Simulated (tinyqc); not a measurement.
Worked calculation: MP2 on RHF in the sto-6g basis, for Li+, spin multiplicity 1. One step of it, computed by the program tinyqc.

Task: Second-order Moller-Plesset energy. E2 = sum_ijab (ia|jb) [2 (ia|jb) - (ib|ja)] / (e_i + e_j - e_a - e_b) over occupied i, j and virtual a, b; the opposite-spin part is (ia|jb)^2 / denominator, the rest is same-spin, and SCS-MP2 scales them by 6/5 and 1/3.

orbital energies (hartree): MO1 -2.776764, MO2 -0.178551, MO3 -0.095909, MO4 -0.095909, MO5 -0.095909

Two-electron integrals over orbitals (pq|rs), unique and non-zero (hartree):
```
(11|11) 1.667805    (21|11) -0.182217   (21|21) 0.031344    (22|11) 0.404780
(22|21) -0.009899   (22|22) 0.283189    (31|31) 0.009946    (32|31) 0.013403
(32|32) 0.060943    (33|11) 0.397011    (33|21) -0.005643   (33|22) 0.286209
(33|33) 0.313125    (41|41) 0.009946    (42|41) 0.013403    (42|42) 0.060943
(43|43) 0.016875    (44|11) 0.397011    (44|21) -0.005643   (44|22) 0.286209
(44|33) 0.279374    (44|44) 0.313125    (51|51) 0.009946    (52|51) 0.013403
(52|52) 0.060943    (53|53) 0.016875    (54|54) 0.016875    (55|11) 0.397011
(55|21) -0.005643   (55|22) 0.286209    (55|33) 0.279374    (55|44) 0.279374
(55|55) 0.313125
```

Hartree-Fock energy = -7.22133373 hartree

Give: Terms; Pair energies; MP2 correlation energy; SCS-MP2 correlation energy; MP2 total energy.

Result:

Terms:

| i | j | a | b | (ia\|jb) | (ib\|ja) | denominator | term |
|---|---|---|---|---|---|---|---|
| 1 | 1 | 2 | 2 | 0.0313 | 0.0313 | -5.1964 | -1.89e-04 |
| 1 | 1 | 3 | 3 | 0.0099 | 0.0099 | -5.3617 | -1.84e-05 |
| 1 | 1 | 4 | 4 | 0.0099 | 0.0099 | -5.3617 | -1.84e-05 |
| 1 | 1 | 5 | 5 | 0.0099 | 0.0099 | -5.3617 | -1.84e-05 |

Pair energies (hartree; pair i-j sums ij and ji):

| pair | opposite spin | same spin |
|---|---|---|
| 1-1 | -2.44e-04 | 0.0000 |

MP2 correlation energy = -0.000244 hartree

SCS-MP2 correlation energy = -0.000293 hartree

MP2 total energy = -7.221578 hartree
